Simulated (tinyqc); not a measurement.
From results back to parameters: smearing for a one-band metal on the square lattice. Four cases, with inputs chosen for the exercise.

Problem. With Gaussian smearing, f = erfc(x)/2, s = exp(-x^2)/(2 sqrt(pi)), x = (E_k - mu)/sigma and free energy F = E - sigma S, small widths give F(sigma) = E0 - D sigma^2/4, where D is the density of states at the Fermi level (both spins, per cell). F at two widths was computed from hidden E0 and D.

Find: D; E0.

Method. D = 4 (F(s1) - F(s2))/(s2^2 - s1^2); E0 = F(s1) + D s1^2/4.

Case 1.

Values chosen: s1 = 0.042 eV; s2 = 0.084 eV.
F(s1) = -0.6225701 eV
F(s2) = -0.6239804 eV

Solution.

D = 1.066 1/eV
E0 = -0.6221 eV

Case 2.

Values chosen: s1 = 0.12 eV; s2 = 0.24 eV.
F(s1) = -1.6119224 eV
F(s2) = -1.6257896 eV

Solution.

D = 1.284 1/eV
E0 = -1.6073 eV

Case 3.

Values chosen: s1 = 0.078 eV; s2 = 0.156 eV.
F(s1) = -1.2225624 eV
F(s2) = -1.2239495 eV

Solution.

D = 0.304 1/eV
E0 = -1.2221 eV

Case 4.

Values chosen: s1 = 0.123 eV; s2 = 0.246 eV.
F(s1) = -1.9155457 eV
F(s2) = -1.9210830 eV

Solution.

D = 0.488 1/eV
E0 = -1.9137 eV

Computed by tinyqc, one run a case: `OMP_NUM_THREADS=1 python tinyqc.py N N+1 out.jsonl` with N = 1652138, 1652162, 1652374, 1652429; one thread of a shared Intel(R) Xeon(R) Processor @ 2.30GHz, about 0.09 s a run at most.
